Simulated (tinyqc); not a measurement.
Angle of incidence: thin-film optics by transfer matrices.

Indices N = n + i k. Snell: N0 sin(theta) = N_j sin(theta_j), with Im(N_j cos theta_j) >= 0. Admittance y_j = N_j cos theta_j for s and N_j/cos theta_j for p. Phase delta_j = 2 pi N_j cos theta_j d_j/lambda. Layer matrix [[cos delta, -i sin delta/y], [-i y sin delta, cos delta]], multiplied from the top down to M. (B, C) = M (1, y_sub); r = (y0 B - C)/(y0 B + C), R = |r|^2, T = 4 Re y0 Re y_sub/|y0 B + C|^2, absorbed in the films 1 - R - T.

Ellipsometry: rho = tan(Psi) exp(i Delta) = -conj(r_p/r_s) with the r of the admittance formula, Delta in 0 to 360 degrees, so that a bare dielectric at small angles gives Delta = 180.

Parameters, chosen for this exercise (indices near those of Si3N4 on Si; shifted at random, so the results belong to these values and not to a real crystal): lam = 193 nm (vacuum wavelength); n0 = 1 (ambient index); n = (2.632, 0.879) (n of Si3N4, substrate); k = (0.264, 2.858) (k in the same order); d = (181) nm (thicknesses, top first).

Both polarisations.

Stack:
```
theta (degrees)     R_s     R_p    Psi   Delta
0                0.2200  0.2200  45.00  180.00
15               0.2332  0.2110  43.57  179.52
30               0.2730  0.1801  39.08  178.25
45               0.3428  0.1196  30.57  176.54
55               0.4134  0.0640  21.48  174.70
60               0.4595  0.0355  15.53  172.67
65               0.5149  0.0115   8.50  166.75
70               0.5816  0.0006   1.88   86.72
75               0.6616  0.0203   9.94   10.00
80               0.7568  0.1085  20.74    3.98
85               0.8691  0.3551  32.59    1.61
```

R_s and R_p agree at normal incidence (0.2200). R_p is lowest at 70 degrees of those listed (0.0006), where R_s = 0.5816; the top film absorbs, so there is only a pseudo-Brewster minimum. R_s rises steadily with the angle.

(tinyqc, `OMP_NUM_THREADS=1 python tinyqc.py 1682443 1682444 out.jsonl`, Intel(R) Xeon(R) Processor @ 2.30GHz, 1 thread, shared host, about 0.01 s.)
